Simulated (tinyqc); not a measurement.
Abrupt p-n junction, non-linear Poisson equation by Newton steps: capacitance and field against bias.

One dimension, p side on the left, n side on the right; net doping C = -Na for x < 0 and +Nd for x > 0. The potential psi is counted from the intrinsic level, and the quasi-Fermi potentials are flat: 0 for holes and -V for electrons, so n = ni exp((psi + V)/Vt) and p = ni exp(-psi/Vt) (Boltzmann statistics, full ionisation, no current).

The Poisson equation d/dx(eps0 eps_r dpsi/dx) = -q (p - n + C) is solved on a mesh of more than 1000 nodes that ends in neutral material (psi_p = -Vt ln(Na/ni), psi_n = Vt ln(Nd/ni) - V). C_j = q d/dV of the integral of p over x, from the linearised equation. ni = sqrt(Nc Nv) exp(-Eg/(2 Vt)), Eg in volts. Depletion approximation: Vbi = Vt ln(Na Nd/ni^2), W = sqrt(2 eps0 eps_r (Vbi - V)(1/Na + 1/Nd)/q), xp = W Nd/(Na + Nd), xn = W Na/(Na + Nd), peak field 2 (Vbi - V)/W, capacitance eps0 eps_r/W. The last column applies it to an abrupt Na-Nd junction.

Parameters, values chosen for the exercise; band and dielectric values close to those of indium phosphide: temperature T = 350 K; band gap Eg = 1.33 eV; relative permittivity eps_r = 12.7; conduction-band density of states at T Nc = 7.31e17 cm^-3; valence-band density of states at T Nv = 1.36e19 cm^-3; acceptor density of the p side Na = 1.4e17 cm^-3; donor density of the n side Nd = 1.6e15 cm^-3.

Constants: q = 1.602176634e-19 C, kB = 1.380649e-23 J/K, Vt = kB T/q, eps0 = 8.8541878128e-14 F/cm where lengths are in cm. Results are converted to the units shown.

Capacitance and field against bias:

| V (V) | peak \|E\| (kV/cm) | C_j (nF/cm^2) | 1/C_j^2 (cm^4/uF^2) | eps0 eps_r/C_j (nm) | abrupt depletion C (nF/cm^2) |
|---|---|---|---|---|---|
| 0.15 | 26.23 | 13.68 | 5345 | 822.1 | 12.89 |
| -1.12 | 33.71 | 8.330 | 1.441e4 | 1350 | 8.185 |
| -2.39 | 40.39 | 6.541 | 2.337e4 | 1719 | 6.477 |
| -3.66 | 46.43 | 5.564 | 3.230e4 | 2021 | 5.526 |
| -4.92 | 51.90 | 4.929 | 4.116e4 | 2281 | 4.903 |
| -6.19 | 56.99 | 4.469 | 5.008e4 | 2516 | 4.450 |
| -7.46 | 61.72 | 4.117 | 5.899e4 | 2731 | 4.102 |
| -8.73 | 66.14 | 3.837 | 6.791e4 | 2930 | 3.826 |
| -10 | 70.30 | 3.608 | 7.682e4 | 3117 | 3.598 |

With V going from 0.15 to -10 V, C_j falls from 13.7 to 3.61 nF/cm^2 and the peak field rises from 26.2 to 70.3 kV/cm. The slope of 1/C_j^2, read as N = 2/(q eps0 eps_r |slope|), gives 1.56e15 cm^-3 between the first two rows and 1.58e15 cm^-3 between the last two, against Na Nd/(Na + Nd) = 1.58e15 cm^-3; the slopes of all rows agree within 2 %, as for uniform doping at both edges. At the end C_j goes as (Vbi - V)^(-0.50) with Vbi = 1.01 V, and it is 0.28 % above the abrupt depletion formula (at the first row 6.1 % above it).

Program tinyqc, `OMP_NUM_THREADS=1 python tinyqc.py 2000075 2000076 out.jsonl`; Intel Xeon 2.30GHz, shared host, one thread, about 0.02 s.
